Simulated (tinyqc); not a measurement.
Inputs raised by 10 %, one at a time: Raman shift of the zone-centre optical phonon of a diamond-structure crystal under stress. Computed by tinyqc, a small Python program. Command: `OMP_NUM_THREADS=1 python tinyqc.py 3019349 3019350 out.jsonl ramanstress sens`. One thread of a shared host (Intel(R) Xeon(R) Processor @ 2.30GHz), about 0.01 s of CPU time with the checks.

Axes x, y, z are the cube axes. Strain shifts the threefold optical mode and can split it; p, q and r are the phonon deformation potentials.

Inputs (values chosen for the exercise, modelled on germanium):
```
quantity                             value      unit
unstrained frequency omega_0         301.3      1/cm
p/omega_0^2                          -1.44         -
q/omega_0^2                          -1.86         -
r/omega_0^2                          -1.16         -
C11                                  127.3       GPa
C12                                  48.31       GPa
C44                                  66.81       GPa
stress sigma (tension positive)      -0.25       GPa
polarisation angle phi                  60    degree
temperature coefficient d omega/dT  -0.016  1/(cm K)
local temperature T                    330         K
laser wavelength                     514.5        nm
```

Stress state: uniaxial. Axis: [210].

Constants: h = 6.62607015e-34 J s; c = 299792458 m/s; k_B = 1.380649e-23 J/K.

Method:
- S11 = (C11 + C12)/D, S12 = -C12/D, D = (C11 - C12)(C11 + 2 C12), S44 = 1/C44.
- Uniaxial stress along the unit vector n of the axis: sigma_ij = sigma n_i n_j.
- eps_xx = S11 sigma_xx + S12 (sigma_yy + sigma_zz), and cyclic; eps_xy = S44 sigma_xy/2 (tensor strain).
- Secular matrix: M_xx = p eps_xx + q (eps_yy + eps_zz), M_xy = 2 r eps_xy; its eigenvalues are omega^2 - omega_0^2, and the shifts are these over 2 omega_0.
- Backscattering from a (001) surface: incident polarisation (cos phi, sin phi, 0). With Raman tensors (R_z)_xy = (R_z)_yx = 1 and cyclic, only the z component u_z of a mode counts: I = u_z^2 sin^2(2 phi) for parallel and u_z^2 cos^2(2 phi) for crossed polarisers. An unresolved line sits at the intensity-weighted shift, which is M_zz/(2 omega_0).
- A temperature above 300 K shifts the line by (d omega/dT)(T - 300 K); divided by the shift per stress it poses as a stress; the total shift adds it to the shift of the observed line. The anti-Stokes to Stokes ratio is [(omega_L + omega_0)/(omega_L - omega_0)]^3 exp(-h c omega_0/(k_B T)) in photon counts, omega_L = 1/wavelength, resonance effects left out.

Runs; columns: (1) input moved; (2) from; (3) to; (4) shift of the observed line (1/cm); (5) shift per stress (1/(cm GPa)); (6) anti-Stokes/Stokes ratio; (7) total shift (1/cm):
```
(1)                                      (2)     (3)      (4)      (5)      (6)       (7)
base run                                   -       -  0.35605  -1.4242  0.29504  -0.12395
unstrained frequency omega_0 (1/cm)    301.3  331.43  0.39165  -1.5666  0.26114  -0.08835
p/omega_0^2                            -1.44  -1.584  0.34124  -1.3649  0.29504  -0.13876
C11 (GPa)                              127.3  140.03  0.33122  -1.3249  0.29504  -0.14878
C12 (GPa)                              48.31  53.141  0.34843  -1.3937  0.29504  -0.13157
C44 (GPa)                              66.81  73.491  0.35605  -1.4242  0.29504  -0.12395
stress sigma (tension positive) (GPa)  -0.25  -0.275  0.39165  -1.4242  0.29504  -0.08835
local temperature T (K)                  330     363  0.35605  -1.4242  0.33247  -0.65195
```

Exponents ln(y'/y) / ln(x'/x):
```
input                            shift of the observed line  shift per stress  anti-Stokes/Stokes ratio  total shift
unstrained frequency omega_0                          1.000             1.000                    -1.281       -3.553
p/omega_0^2                                          -0.446            -0.446                     0.000        1.184
C11                                                  -0.758            -0.758                     0.000        1.916
C12                                                  -0.227            -0.227                     0.000        0.626
C44                                                   0.000             0.000                     0.000        0.000
stress sigma (tension positive)                       1.000             0.000                     0.000       -3.553
local temperature T                                   0.000             0.000                     1.253       17.418
```

Among the inputs moved here: shift of the observed line answers most in size to unstrained frequency omega_0 (exponent +1.000), and about equally to stress sigma (tension positive) (+1.000); its exponent is below 0.0005 for C44, local temperature T. Its exponent +1.000 in unstrained frequency omega_0: p, q and r scale with omega_0^2. Its exponent 0.000 in C44: M_zz holds no shear strain. Shift per stress answers most in size to unstrained frequency omega_0 (exponent +1.000), next to C11 (-0.758); its exponent is below 0.0005 for C44, stress sigma (tension positive), local temperature T. anti-Stokes/Stokes ratio answers most in size to unstrained frequency omega_0 (exponent -1.281), next to local temperature T (+1.253); its exponent is below 0.0005 for p/omega_0^2, C11, C12, C44, stress sigma (tension positive). Total shift answers most in size to local temperature T (exponent +17.418), next to unstrained frequency omega_0 (-3.553); its exponent is below 0.0005 for C44.
